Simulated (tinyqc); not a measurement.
Peak gain against injection: optical gain and spontaneous emission in a bulk direct-gap semiconductor.

Parabolic bands, vertical transitions, no excitons. For each hole band j: mr = me mj/(me + mj); joint density of states J_j(E) = (mr/c)^(3/2) sqrt(E - Eg)/(2 pi^2), both spins, c = hbar^2/2m0; averaged matrix element |e.p|^2 = m0 Ep/6; alpha_j(E) = 4 pi^2 alpha_f c Ep J_j/(3 nr E) in 1/angstrom (alpha_f the fine-structure constant, listed as alpha among the constants), times 1e8 for 1/cm.

F_j(eta) = (1/Gamma(j + 1)) integral_0^infinity x^j dx/(1 + exp(x - eta)), which tends to exp(eta) for eta << 0.

Quasi-Fermi levels: n = Nc F_1/2(Fc/kT) and p = Nv F_1/2(Fv/kT), Fc counted up from the conduction edge and Fv down from the valence edge; Nc, Nv from N = 2 (m kB T/(4 pi c))^(3/2) with c = hbar^2/2m0, in 1/angstrom^3; times 1e24 for 1/cm^3, with me and (mhh^(3/2) + mlh^(3/2))^(2/3).

For band j the electron sits at Ee = (E - Eg) mr/me above its edge and the hole at Eh = (E - Eg) mr/mj; fe = 1/(1 + exp((Ee - Fc)/kT)), fh = 1/(1 + exp((Eh - Fv)/kT)); gain g = sum_j alpha_j (fe + fh - 1).

Spontaneous rate: R = integral of (nr E/(hbar c))^2/(pi^2 hbar) sum_j alpha_j fe fh dE, with alpha in 1/cm and (nr E/(hbar c))^2 in 1/cm^2 (1e16 per 1/angstrom^2); B = R/(n p); lifetime n/R.

Constants: hbar^2/2m0 = 3.80998211 eV angstrom^2; fine-structure constant alpha = 0.007297352564; kB = 8.617333262e-05 eV/K; hbar = 6.58211957e-16 eV s; hbar c = 1973.269805 eV angstrom.

Parameters, chosen for this exercise (near those of GaAs; shifted at random, so the results belong to these values and not to a real crystal):

| symbol | value | unit | meaning |
|---|---|---|---|
| Eg | 1.426 | eV | direct gap |
| me | 0.0656 | m0 | electron mass |
| mhh | 0.506 | m0 | heavy-hole mass |
| mlh | 0.0855 | m0 | light-hole mass |
| Ep | 26.3 | eV | Kane energy |
| nr | 3.56 |  | refractive index |
| T | 300 | K |  |

The peak is the largest g over E; a dash marks no gain.

Gain:

| n (1/cm^3) | Fc (eV) | Fv (eV) | peak gain (1/cm) | peak E - Eg (eV) | B (cm^3/s) |
|---|---|---|---|---|---|
| 6.1e+17 | 0.0225 | -0.0708 | - | - | 2.30e-10 |
| 9.7e+17 | 0.0419 | -0.0585 | - | - | 2.16e-10 |
| 1.4e+18 | 0.0601 | -0.0486 | 50 | 0.0040 | 2.03e-10 |
| 1.7e+18 | 0.0710 | -0.0433 | 182 | 0.0101 | 1.94e-10 |
| 2.2e+18 | 0.0874 | -0.0362 | 434 | 0.0196 | 1.82e-10 |
| 2.8e+18 | 0.1049 | -0.0294 | 735 | 0.0302 | 1.69e-10 |
| 3.6e+18 | 0.1260 | -0.0221 | 1110 | 0.0430 | 1.56e-10 |
| 4.8e+18 | 0.1545 | -0.0136 | 1608 | 0.0593 | 1.39e-10 |

transparency density (Fc + Fv = 0) = 1.21e+18 1/cm^3

What can be read from this table?

Gain starts at 1.21e+18 1/cm^3, where Fc = -Fv = 0.0525 eV: with Nv/Nc = 23 the electrons must be degenerate before the holes are. The slope of peak gain against n is 4.39e-16 cm^2 between the first two rows with gain and 4.15e-16 between the last two; the peak moves from 0.0040 to 0.0593 eV above the gap as the bands fill, and B falls by a factor 1.65. Line broadening and gap shrinkage are left out.

tinyqc: `OMP_NUM_THREADS=1 python tinyqc.py 1681012 1681013 out.jsonl`; about 0.08 s, one thread, shared Intel(R) Xeon(R) Processor @ 2.30GHz.
